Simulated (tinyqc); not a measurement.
Limits of the phonon part: Bloch-Grueneisen resistivity of a metal. Computed by tinyqc, a small Python program. Command: `OMP_NUM_THREADS=1 python tinyqc.py 3002369 3002370 out.jsonl bg walk`. One thread of a shared host (Intel(R) Xeon(R) Processor @ 2.30GHz), about 0.01 s of CPU time with the checks.

Electrons scatter from a Debye spectrum of phonons (n = 5 for scattering within one band, n = 3 for scattering into a second, heavy band) and from static defects.

Inputs (values chosen for the exercise, modelled on nickel):

| quantity | value | unit |
|---|---|---|
| exponent n | 5 | - |
| Debye temperature Theta | 399 | K |
| transport coupling lambda_tr | 0.2 | - |
| Drude plasma energy hbar w_p | 5.8 | eV |
| residual resistivity rho_0 | 0.12 | microohm cm |

Addition: none.

Constants: k_B = 1.380649e-23 J/K; hbar = 1.054571817e-34 J s; eps_0 = 8.8541878128e-12 F/m; hbar = 6.582119569e-16 eV s.

Method:
- J_n(y) = int_0^y x^n e^x/(e^x - 1)^2 dx, by 96 Gauss-Legendre points (upper limit at most 60).
- rho_ph = (n - 1) rho_1 (T/Theta)^n J_n(Theta/T), with rho_1 = 2 pi lambda_tr k_B Theta/(hbar eps_0 w_p^2), the high-temperature line at T = Theta.
- Matthiessen's rule: rho = rho_0 + rho_ph.
- Low T: (n - 1) n! zeta(n) rho_1 (T/Theta)^n. High T: rho_1 (T/Theta) [1 - (n - 1)/(12 (n + 1)) (Theta/T)^2].

Resistivities (microohm cm):

| T (K) | rho_ph | low-T law | straight line | line with correction | total rho |
|---|---|---|---|---|---|
| 12 | 1.1694e-04 | 1.1694e-04 | 0.287 | - | 0.120 |
| 20 | 1.5037e-03 | 1.5038e-03 | 0.479 | - | 0.122 |
| 32 | 1.5539e-02 | 1.5769e-02 | 0.766 | - | 0.136 |
| 48 | 1.0077e-01 | 1.1974e-01 | 1.149 | - | 0.221 |
| 80 | 6.1873e-01 | 1.5399e+00 | 1.914 | - | 0.739 |
| 140 | 2.2031e+00 | 2.5274e+01 | 3.350 | 1.838 | 2.323 |
| 200 | 3.8678e+00 | 1.5038e+02 | 4.786 | 3.728 | 3.988 |
| 320 | 7.0330e+00 | 1.5769e+03 | 7.658 | 6.996 | 7.153 |
| 480 | 1.1057e+01 | 1.1974e+04 | 11.486 | 11.045 | 11.177 |
| 800 | 1.8882e+01 | 1.5399e+05 | 19.144 | 18.879 | 19.002 |

The low-T law holds to 10 % up to 32 K, the straight line from 320 K on. The local exponent of rho_ph falls from 5.00 to 1.05. Phonons overtake the residual resistivity between 48.0 and 80.0 K.

Extremes, crossings and ranges named in words are read from the listed rows.
